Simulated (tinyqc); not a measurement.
Haynes-Shockley experiment: drift, diffusion and decay of a minority-carrier pulse. Changing the lifetime tau. Computed by tinyqc, a small Python program. Command: `OMP_NUM_THREADS=1 python tinyqc.py 3111681 3111682 out.jsonl haynes sweep`. One thread of a shared host (Intel(R) Xeon(R) Processor @ 2.30GHz), about 0.01 s of CPU time with the checks.

A thin sheet of excess carriers is made at x = 0, t = 0 in a long uniform bar; injection is low, so the pulse moves with the minority mobility.

Inputs (values chosen for the exercise, modelled on holes in n-type germanium in a lightly doped bar):

| quantity | value | unit |
|---|---|---|
| minority mobility mu | 1670 | cm^2/(V s) |
| temperature T | 300 | K |
| field F | 2.2 | V/cm |
| distance d to the collector | 0.97 | cm |
| injected sheet density N0 | 2.5e+09 | 1/cm^2 |

Constants: k_B = 8.617333262e-05 eV/K.

Method:
- D = mu k_B T/e, v = mu F.
- Transit time d/v, diffusion length sqrt(D tau), drift length v tau, Peclet number v d/D = e F d/(k_B T).
- dn(x, t) = N0/sqrt(4 pi D t) exp(-(x - v t)^2/(4 D t) - t/tau).
- At fixed x the signal peaks where d ln(dn)/dt = 0: a t^2 + t/2 - x^2/(4 D) = 0 with a = v^2/(4 D) + 1/tau.
- The full width at half maximum is found by solving dn(x, t) = peak/2 on both sides of the peak.
- With w the full width at half maximum: mu = d/(F t_p); D = (w d)^2/(16 ln2 t_p^3); Einstein ratio D/mu against k_B T/e.

One run for each value:

| lifetime tau (microsecond) | peak density (1/cm^3) | time of the peak t_p (microsecond) | error of mu (%) | error of D (%) |
|---|---|---|---|---|
| 74 | 2.2424e+08 | 241.07 | 9.5181 | 1.9143 |
| 150 | 1.2058e+09 | 250.50 | 5.3958 | 1.9909 |
| 290 | 2.7213e+09 | 255.33 | 3.4006 | 2.0302 |
| 580 | 4.2361e+09 | 258.04 | 2.3156 | 2.0522 |
| 1100 | 5.2305e+09 | 259.35 | 1.7986 | 2.0629 |
| 2300 | 5.9162e+09 | 260.12 | 1.4965 | 2.0692 |
| 4500 | 6.2528e+09 | 260.47 | 1.3608 | 2.0720 |

Describe and explain the trends.

Over the rows, peak density (1/cm^3) rises from 2.24e8 to 6.25e9 (exponent d ln y / d ln x 2.4 between the first rows and 0.082 between the last); time of the peak t_p (microsecond) rises from 241 to 260 (exponent d ln y / d ln x 0.054 between the first rows and 0.0020 between the last); error of mu (%) falls from 9.52 to 1.36 (exponent d ln y / d ln x -0.80 between the first rows and -0.14 between the last). With a long lifetime the error of mu tends to the part from spreading alone; in the last row it is 1.36 %. Left out: 38.0 (the pulse dies before the collector).

Extremes, crossings and ranges named in words are read from the listed rows.
